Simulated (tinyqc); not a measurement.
# Changing the development selectivity n

Model: chemically amplified photoresist: aerial image, acid generation, bake, development and line width. Computed by tinyqc, a small Python program. Command: `OMP_NUM_THREADS=1 python tinyqc.py 3029085 3029086 out.jsonl resist sweep`. One thread of a shared host (Intel(R) Xeon(R) Processor @ 2.30GHz), about 0.03 s of CPU time with the checks.

Lines and spaces of pitch p with a two-beam-like image; x = 0 is the middle of the bright space. The resist is positive and treated as uniform in depth.

Inputs (values chosen for the exercise, for a model resist at 13.5 nm):
```
quantity,value,unit
pitch p,40,nm
image contrast c,0.7,-
mean dose E,11.1,mJ/cm^2
Dill parameter C,0.023,cm^2/mJ
"quencher load q, relative to the acid generator",0.19,-
acid diffusivity D,0.017,nm^2/s
bake time t,90,s
amplification rate k_amp,0.088,1/s
threshold protection m_th,0.64,-
largest rate r_max,1100,nm/s
smallest rate r_min,0.19,nm/s
resist thickness d,51,nm
development time t_d,45,s
```

Method:
- Dose E(x) = E [1 + c cos(2 pi x/p)]; acid h = 1 - exp(-C E(x)).
- Bake: the acid image is blurred by a Gaussian of variance sigma^2 = 2 D t (each Fourier term k of h, taken on 64 points, is multiplied by exp(-4 pi^2 k^2 D t/p^2)).
- The quencher then removes q, h_eff = max(h_blurred - q, 0); protection m = exp(-k_amp t h_eff).
- Mack rate r = r_max (a + 1)(1 - m)^n/(a + (1 - m)^n) + r_min, a = ((n + 1)/(n - 1))(1 - m_th)^n.
- Edge: vertical development clears the film where r t_d >= d; the space width is twice the x where r = d/t_d.
- Dose sensitivity = d ln(width)/d ln E from widths at 1.005 E and E/1.005; image log-slope at the edge = |d ln E/dx|, normalised by the width (NILS); latitude for 10 % of width = 10 %/sensitivity.

One run for each value:
```
development selectivity n,space width (nm),dose sensitivity,dose latitude (%)
2,23.070,0.70267,14.231
3,22.746,0.72239,13.843
4,22.397,0.74481,13.426
6,21.769,0.78825,12.686
8,21.269,0.82608,12.105
12,20.556,0.88522,11.297
16,20.085,0.92816,10.774
24,19.507,0.98544,10.148
```

What does the table show, and why?

Over the rows, space width (nm) falls from 23.1 to 19.5 (exponent d ln y / d ln x -0.035 between the first rows and -0.072 between the last); dose sensitivity rises from 0.703 to 0.985 (exponent d ln y / d ln x 0.068 between the first rows and 0.15 between the last); dose latitude (%) falls from 14.2 to 10.1 (exponent d ln y / d ln x -0.068 between the first rows and -0.15 between the last). A larger n moves the protection at which the film just clears towards m_th, so more acid is needed and the space narrows.

Caution (all rows): lateral development, standing waves and the joint diffusion of acid and quencher are left out, so widths are indicative.
